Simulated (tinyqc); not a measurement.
n-type polysilicon, carrier trapping at grain boundaries: one step of the calculation.

One-dimensional grains of size Lg, uniform ionised doping N, monovalent traps Qt at each boundary at a depth Et below (for electrons) or above (for holes) the band edge there, abrupt depletion of width W on each side of a boundary, Boltzmann statistics. xi is the distance from the band edge at the grain centre to the Fermi level. Trapped charge Qt/(1 + exp((xi + VB - Et)/Vt)) = 2 N W, barrier VB = q N W^2/(2 eps0 eps_r).

Question. Depletion width, Fermi level and barrier. If the trap equation with xi = Vt ln(NB/N) has a root W < Lg/2, the grain is partly depleted; otherwise W = Lg/2 and the trap equation gives xi = Et - VB + Vt ln(Qt/(N Lg) - 1). N* = Qt/Lg.

Parameters, values chosen for the exercise; values of the order met in polycrystalline silicon: temperature T = 400 K; relative permittivity eps_r = 11.7; conduction-band density of states at T NB = 4.31e19 cm^-3; grain size Lg = 250 nm; trap density of a grain boundary Qt = 5.8e11 cm^-2; depth of the trap level from the majority band edge at the boundary Et = 0.32 eV; doping N = 3e16 cm^-3.

Constants: q = 1.602176634e-19 C, kB = 1.380649e-23 J/K, Vt = kB T/q, eps0 = 8.8541878128e-14 F/cm where lengths are in cm. Results are converted to the units shown.

Find: N*; W; xi; VB; share of traps filled.

Answer.

N* = 2.320e16 cm^-3
W = 52.37 nm
xi = 0.2506 V
VB = 0.06363 V
share of traps filled = 0.5418

N is 1.29 N*, and the grain is partly depleted; VB = 1.85 Vt.

Numbers from tinyqc (`OMP_NUM_THREADS=1 python tinyqc.py 2830264 2830265 out.jsonl`; about 0.01 s on one thread of a shared Intel Xeon 2.30GHz).
